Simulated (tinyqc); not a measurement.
From isolated dopants to a band: overlap of hydrogenic dopants: pairs, impurity band and the Mott density.

Ry* = Ry m/eps^2, aB = a0 eps/m. For 1s orbitals a distance rho = R/aB apart, in Ry*: overlap S = exp(-rho)(1 + rho + rho^2/3), J = (2/rho)(1 - (1 + rho) exp(-2 rho)) (attraction to the other ion), Kx = 2 (1 + rho) exp(-rho) (exchange of one electron). One electron on a pair has E = -1 - (J +/- Kx)/(1 +/- S), without the repulsion 2/rho of the ions. Hopping after orthogonalisation: t = (Kx - S J)/(1 - S^2), half the splitting. Dopants on a lattice with z neighbours, n = (3 sqrt3/4)/R^3 (bcc), give a band of width B = 2 z t, as on any lattice of two interpenetrating sublattices. Valleys, central cells and disorder are left out.

Constants: Ry = 13.60569312 eV; a0 (Bohr radius) = 0.5291772105 angstrom.

Parameters, chosen for this exercise (an isotropic mass and dielectric constant of the size used for donors in GaAs; not measured data):
```
symbol  value  unit  meaning
m       0.063  m0    mass
eps     12.5         dielectric constant
z       8            neighbours in the dopant lattice
u       0.945  Ry*   cost of a second electron on one dopant
```

The distance R/aB is varied; density from the lattice formula.

Against distance:
```
R/aB  n (1/cm^3)  n^(1/3) aB       S  t (meV)  B (meV)    B/u
10.0    1.12e+15       0.109  0.0020   0.0033    0.052  0.010
8.0     2.19e+15       0.136  0.0102   0.0192    0.307  0.059
7.0     3.27e+15       0.156  0.0222   0.0453    0.725  0.140
6.0     5.20e+15       0.182  0.0471   0.1045    1.672  0.322
5.0     8.98e+15       0.218  0.0966   0.2339    3.742  0.722
4.5     1.23e+16       0.242  0.1361   0.3452    5.523  1.065
4.0     1.75e+16       0.273  0.1893   0.5046    8.073  1.557
3.5     2.62e+16       0.312  0.2592   0.7308   11.693  2.256
3.0     4.16e+16       0.364  0.3485   1.0507   16.811  3.243
```

critical densities (1/cm^3): B = u 1.17e+16, B = (2/sqrt3) u 1.32e+16, n^(1/3) aB = 0.26 1.52e+16

From R = 10 to 5 aB the density rises eightfold and the band widens by a factor 72, since t falls about as R exp(-R/aB). B passes u at 1.2e+16/cm^3, n^(1/3) aB = 0.238; the screening rule gives a density 1.30 times that. An ordered lattice overstates the ease of conduction, as random spacing localises the tails, and below R = 4 aB (S above 0.19) nearest-neighbour hopping alone is no longer enough.

Computed by tinyqc, a small Python program: `OMP_NUM_THREADS=1 python tinyqc.py 1452403 1452404 out.jsonl` (the numbers bound the seed that draws the inputs); one thread of a shared host (Intel(R) Xeon(R) Processor @ 2.30GHz), about 0.01 s for the whole set of steps.
